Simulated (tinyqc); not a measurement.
Zigzag graphene nanoribbon in tight binding: one step. The chain at this k. Two cases, with inputs chosen for the exercise.

Task: Form the k-dependent bond and the matrix.

A zigzag ribbon of N chains, sites A1, B1, A2, ..., BN across it. For each k it is a chain with bonds -2t cos(k/2) (A_n to B_n) and -t (B_n to A_(n+1)), and +D, -D on A and B. A1 and BN are the edge sites; the Dirac points project to k = 2 pi/3.

Give: 2 cos(k/2); H(k).

Case 1.

Values chosen (near those used for graphene; shifted at random, so the results belong to these values and not to a real crystal):
- t = 2.82 eV (hopping)
- N = 6 (zigzag chains)
- D = 0 eV (sublattice potential, +D on A and -D on B)
- k = 2.76 (k times the period sqrt3 acc)

Result:

2 cos(k/2) = 0.37928

H(k) (eV):
```
,A1,B1,A2,B2,A3,B3,A4,B4,A5,B5,A6,B6
A1,0,-1.0696,0,0,0,0,0,0,0,0,0,0
B1,-1.0696,0,-2.8200,0,0,0,0,0,0,0,0,0
A2,0,-2.8200,0,-1.0696,0,0,0,0,0,0,0,0
B2,0,0,-1.0696,0,-2.8200,0,0,0,0,0,0,0
A3,0,0,0,-2.8200,0,-1.0696,0,0,0,0,0,0
B3,0,0,0,0,-1.0696,0,-2.8200,0,0,0,0,0
A4,0,0,0,0,0,-2.8200,0,-1.0696,0,0,0,0
B4,0,0,0,0,0,0,-1.0696,0,-2.8200,0,0,0
A5,0,0,0,0,0,0,0,-2.8200,0,-1.0696,0,0
B5,0,0,0,0,0,0,0,0,-1.0696,0,-2.8200,0
A6,0,0,0,0,0,0,0,0,0,-2.8200,0,-1.0696
B6,0,0,0,0,0,0,0,0,0,0,-1.0696,0
```

Case 2.

Values chosen (near those used for graphene; shifted at random, so the results belong to these values and not to a real crystal):
- t = 2.89 eV (hopping)
- N = 6 (zigzag chains)
- D = 0.41 eV (sublattice potential, +D on A and -D on B)
- k = 2.51 (k times the period sqrt3 acc)

Result:

2 cos(k/2) = 0.62115

H(k) (eV):
```
,A1,B1,A2,B2,A3,B3,A4,B4,A5,B5,A6,B6
A1,0.4100,-1.7951,0,0,0,0,0,0,0,0,0,0
B1,-1.7951,-0.4100,-2.8900,0,0,0,0,0,0,0,0,0
A2,0,-2.8900,0.4100,-1.7951,0,0,0,0,0,0,0,0
B2,0,0,-1.7951,-0.4100,-2.8900,0,0,0,0,0,0,0
A3,0,0,0,-2.8900,0.4100,-1.7951,0,0,0,0,0,0
B3,0,0,0,0,-1.7951,-0.4100,-2.8900,0,0,0,0,0
A4,0,0,0,0,0,-2.8900,0.4100,-1.7951,0,0,0,0
B4,0,0,0,0,0,0,-1.7951,-0.4100,-2.8900,0,0,0
A5,0,0,0,0,0,0,0,-2.8900,0.4100,-1.7951,0,0
B5,0,0,0,0,0,0,0,0,-1.7951,-0.4100,-2.8900,0
A6,0,0,0,0,0,0,0,0,0,-2.8900,0.4100,-1.7951
B6,0,0,0,0,0,0,0,0,0,0,-1.7951,-0.4100
```

An edge state of the finite ribbon needs 2 cos(k/2) < N/(N + 1) = 0.8571: it exists here.

Computed by tinyqc, one run a case: `OMP_NUM_THREADS=1 python tinyqc.py N N+1 out.jsonl` with N = 1482681, 1482693; one thread of a shared Intel(R) Xeon(R) Processor @ 2.30GHz, about 0.01 s a run at most.
